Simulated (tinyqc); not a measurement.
Worked calculation: MP2 on RHF in the 3-21g basis, for H2, spin multiplicity 1. One step of it, computed by the program tinyqc.

Question. Second-order Moller-Plesset energy. E2 = sum_ijab (ia|jb) [2 (ia|jb) - (ib|ja)] / (e_i + e_j - e_a - e_b) over occupied i, j and virtual a, b; the opposite-spin part is (ia|jb)^2 / denominator, the rest is same-spin, and SCS-MP2 scales them by 6/5 and 1/3.

orbital energies (hartree): MO1 -0.578802, MO2 0.250658, MO3 0.945349, MO4 1.473324

Two-electron integrals over orbitals (pq|rs), unique and non-zero (hartree):
```
p,q,r,s,(pq|rs)
1,1,1,1,0.636867
2,1,2,1,0.093875
2,2,1,1,0.456520
2,2,2,2,0.412308
3,1,1,1,0.160074
3,1,2,2,0.058780
3,1,3,1,0.110919
3,2,2,1,-0.011952
3,2,3,2,0.034851
3,3,1,1,0.554596
3,3,2,2,0.412227
3,3,3,1,0.131609
3,3,3,3,0.507171
4,1,2,1,-0.080524
4,1,3,2,-0.031941
4,1,4,1,0.126584
4,2,1,1,-0.142594
4,2,2,2,-0.061730
4,2,3,1,-0.079144
4,2,3,3,-0.111726
4,2,4,2,0.074396
4,3,2,1,-0.099981
4,3,3,2,-0.012898
4,3,4,1,0.126825
4,3,4,3,0.150161
4,4,1,1,0.650490
4,4,2,2,0.468785
4,4,3,1,0.197950
4,4,3,3,0.582060
4,4,4,2,-0.170298
4,4,4,4,0.729490
```

Hartree-Fock energy = -1.12121837 hartree

Give: Terms; Pair energies; MP2 correlation energy; SCS-MP2 correlation energy; MP2 total energy.

Answer.

Terms:
```
i,j,a,b,(ia|jb),(ib|ja),denominator,term
1,1,2,2,0.0939,0.0939,-1.6589,-0.0053
1,1,3,3,0.1109,0.1109,-3.0483,-0.0040
1,1,4,4,0.1266,0.1266,-4.1043,-0.0039
1,1,2,4,-0.0805,-0.0805,-2.8816,-0.0023
1,1,4,2,-0.0805,-0.0805,-2.8816,-0.0023
```

Pair energies (hartree; pair i-j sums ij and ji):
```
pair,opposite spin,same spin
1-1,-0.0178,0.0000
```

MP2 correlation energy = -0.017753 hartree

SCS-MP2 correlation energy = -0.021303 hartree

MP2 total energy = -1.138971 hartree
